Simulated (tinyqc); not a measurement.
Space-charge-limited current through a thin insulating or semi-insulating film with traps: one step, computed by the program tinyqc.

One ohmic injecting contact at x = 0 (field zero), drift only, non-degenerate free carriers.

Question. One point of the curve. Free density n_0 = N_c exp(-E_0/k_B T) in equilibrium; trapped density n_t(n) = N_t/(1 + n_1/n), n_1 = N_c exp(-E_t/k_B T). J = e mu n F and (eps eps_0/e) dF/dx = n - n_0 + n_t(n) - n_t(n_0) = rho(n). With F = J/(e mu n): d = (eps eps_0 J/(e^2 mu)) I_1 and V = (eps eps_0 J^2/(e^3 mu^2)) I_2, I_k = int_(n_L)^infinity dn/(n^(k+1) rho(n)), n_L the density at the anode; with u = n_L/n, 200 Gauss-Legendre points in t, u = 1 - (1 - t)^2. Anode field J/(e mu n_L); Mott-Gurney current (9/8) eps eps_0 mu V^2/d^3; ohmic current e n_0 mu V/d.

Inputs (values chosen for the exercise, modelled on amorphous silicon): permittivity eps = 11.8; band mobility mu = 3.8 cm^2/(V s); effective density of states N_c = 2e+20 1/cm^3; trap density N_t = 2.5e+17 1/cm^3; equilibrium Fermi level below the band edge, E_0 = 0.73 eV; thickness d = 130 nm; free density at the anode, in units of N_c = 2.6e-09; temperature T = 300 K; trap level E_t below the band edge = 0.36 eV.

Traps: single level.

Constants: k_B = 8.617333262e-05 eV/K; eps_0 = 8.8541878128e-12 F/m; e = 1.602176634e-19 C.

Give: I_1; I_2; current density J; voltage V; anode field over mean field V/d; trap-free Mott-Gurney current; ohmic current.

Answer.

I_1 = 1.332e-27 cm^6

I_2 = 1.706e-39 cm^9

current density J = 9.110e-04 A/cm^2

voltage V = 0.02490 V

anode field over mean field V/d = 1.502

trap-free Mott-Gurney current = 1.261 A/cm^2

ohmic current = 1.272e-07 A/cm^2

Caution: V is below 10 k_B T/e, where diffusion from the contact, left out here, dominates.
